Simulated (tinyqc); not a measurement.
Inside a calculation. Model: Raman line shape of confined optical phonons and breathing modes of small crystals. Computed by tinyqc, a small Python program that keeps every step. Command: `OMP_NUM_THREADS=1 python tinyqc.py 3016021 3016022 out.jsonl confine walk`. One thread of a shared host (Intel(R) Xeon(R) Processor @ 2.30GHz), about 0.03 s of CPU time with the checks. Intermediate numbers are printed to about 6 digits and carried at full precision; extremes and crossings named in words are read from the listed rows.

Confinement in 3 direction(s) lets phonons with q away from zero scatter light. q is in units of 2 pi/a, from 0 to 1, and the branch is isotropic: omega(q)^2 = (omega_0^2 + omega_X^2)/2 + ((omega_0^2 - omega_X^2)/2) cos(pi q). The model and its constant beta are phenomenological; beta = 8 is the common choice.

Inputs (values chosen for the exercise, modelled on silicon):
```
quantity                                value      unit
bulk frequency omega_0                  520.5      1/cm
frequency at the zone boundary omega_X    423      1/cm
natural width Gamma_0                       3      1/cm
lattice constant a                      5.431  angstrom
size L                                     12        nm
confinement constant beta                   4         -
probe offset omega - omega_0             0.59      1/cm
longitudinal velocity                    8950       m/s
transverse velocity                      5350       m/s
```

Shape: sphere.

Constants: c = 299792458 m/s.

## Range of wave vectors

Weight W(q) = q^2 exp(-(2 L q/a)^2/(2 beta)) dq, that is exp(-k^2 L^2/(2 beta pi^2)) for k = 2 pi q/a. Width q_c = a sqrt(2 beta)/(2 L), where the exponential falls to 1/e; curvature of the branch: omega(q) = omega_0 - c q^2, c = pi^2 (omega_0^2 - omega_X^2)/(8 omega_0); for small q_c the mean of q^2 is (number of confined directions) q_c^2/2, and the mean shift is -c times that.

q_c = 0.0640049 2 pi/a

curvature c = 218.040 1/cm

mean shift, quadratic estimate = -1.33984 1/cm

omega(q_c) - omega_0 = -0.890986 1/cm

## Intensity at one frequency

I(omega) = int W(q) / [(omega - omega(q))^2 + (Gamma_0/2)^2] dq / int W dq x (Gamma_0/2)^2, by 400 Gauss-Legendre points on 0 < q < min(1, 2.5 a sqrt(2 beta)/L). Bulk Lorentzian 1/(1 + (2 offset/Gamma)^2); mean shift = weighted mean of omega(q) less the bulk frequency.

I at the probe offset = 0.457757

bulk Lorentzian there = 0.866017

mean shift, from the weights = -1.33143 1/cm

## Peak, width and asymmetry

The peak is the maximum of I; the width is taken between the half-maximum points, and the asymmetry is the low-side half-width over the high-side one.

peak shift = -0.9943 1/cm

full width = 4.1129 1/cm

asymmetry = 1.2689

peak height (bulk = 1) = 0.79492

The peak moves 75 % as far as the mean: the tail on the low side carries the rest. A shift without broadening or asymmetry would point to stress, not size.

## Line shape against size

The formulas are those given above.

Line shape:
```
L (nm)  peak shift (1/cm)  full width (1/cm)  asymmetry  mean shift, quadratic estimate (1/cm)
3                 -8.8224             27.602      2.492                               -21.4375
3.6               -6.3473             19.842     2.4171                               -14.8871
4.4               -4.5185             14.063      2.267                               -9.96577
5.5               -3.1683              9.882     2.0417                               -6.37810
7                  -2.202             7.0595     1.7706                               -3.93750
10                 -1.305             4.7675     1.4096                               -1.92937
15                 -0.703             3.6008     1.1442                              -0.857500
25               -0.29227             3.1128     1.0198                              -0.308700
```

The peak shift falls with exponent -1.81 at the small end and -1.72 at the large end. For still larger L it tends to the mean shift, which goes as 1/L^2; the ratio is 0.41 in the first row and 0.95 in the last. The width exceeds Gamma_0 by over 10 % for L up to 15 nm. In a sphere the factor q^2 removes the weight at q = 0, so the peak itself moves strongly.

## Breathing mode of the free sphere

Lamb: with s = omega R/v_L, R = L/2, the lowest radial mode solves tan(s)/s = 1/(1 - s^2 v_L^2/(4 v_T^2)), s between pi/2 and pi; wavenumber = s v_L/(2 pi c R).

root s = 2.50536

breathing frequency = 594.788 GHz

breathing wavenumber = 19.8400 1/cm

Checks made by the program: mean shift of a large crystal against the quadratic estimate (relative difference 2e-05).
